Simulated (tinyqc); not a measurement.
Gap and superfluid density against temperature: BCS gap equation with a constant attraction inside the Debye window. Computed by tinyqc, a small Python program. Command: `OMP_NUM_THREADS=1 python tinyqc.py 3017890 3017891 out.jsonl bcs walk`. One thread of a shared host (Intel(R) Xeon(R) Processor @ 2.30GHz), about 0.01 s of CPU time with the checks.

Pairs attract with strength V for |xi| < k_B Theta; N(0) is the density of states for one spin. Energies are given as temperatures (E/k_B, in K) unless marked.

Inputs (values chosen for the exercise, modelled on niobium): coupling N(0)V = 0.285; Debye temperature Theta = 278 K.

Solver: secant.

Constants: k_B = 8.617333262e-05 eV/K.

Method:
- At T = 0 the gap equation 1/(N(0)V) = int_0^Theta d xi/sqrt(xi^2 + Delta^2) has the integral arcsinh(Theta/Delta), so Delta_0 = Theta/sinh(1/(N(0)V)); weak coupling gives 2 Theta exp(-1/(N(0)V)).
- Gap equation: 1/(N(0)V) = I(Delta, T) = int_0^Theta tanh(E/2T)/E d xi, E = sqrt(xi^2 + Delta^2); 64 Gauss-Legendre points in y with xi = max(Delta, T) sinh(y).
- T_c solves I(0, T_c) = 1/(N(0)V); the weak-coupling form is T_c = (2 e^C/pi) Theta exp(-1/(N(0)V)) with Euler's C = 0.5772157, and 2 Delta_0/T_c then tends to 2 pi e^-C = 3.528.
- Interpolation tanh(1.74 sqrt(T_c/T - 1)); near T_c, 1.74 sqrt(1 - T/T_c). Clean-limit superfluid fraction 1 - (1/2T) int_0^(40 T) cosh^-2(E/2T) d xi (64 points); two-fluid rule 1 - (T/T_c)^4.

T_c = 9.43553 K

Delta_0 = 16.6580 K

Reduced quantities:
```
T/T_c  Delta/Delta_0  tanh form  square-root form  superfluid fraction  two-fluid rule
0.10         1.00000    0.99994            1.6507              1.00000         0.99990
0.20         0.99988    0.99810            1.5563              0.99886         0.99840
0.30         0.99714    0.99022            1.4558              0.98185         0.99190
0.40         0.98507    0.97221            1.3478              0.92818         0.97440
0.50         0.95697    0.94023            1.2304              0.83450         0.93750
0.60         0.90713    0.88975            1.1005              0.70730         0.87040
0.70         0.82895    0.81411            0.9530              0.55442         0.75990
0.80         0.71125    0.70137            0.7782              0.38243         0.59040
0.90         0.52654    0.52267            0.5502              0.19638         0.34390
0.95         0.38047    0.37925            0.3891              0.09928         0.18549
0.98         0.24369    0.24358            0.2461              0.03996         0.07763
```

What follows from these numbers?

The tanh form misses the gap by at most about 0.017 (at T/T_c = 0.6); the square-root form is within 3 % only from T/T_c = 0.95. The gap keeps 99 % of Delta_0 up to T/T_c = 0.3, since quasiparticles are exponentially few. The two-fluid rule exceeds the BCS superfluid fraction most, by 0.21, at T/T_c = 0.8.
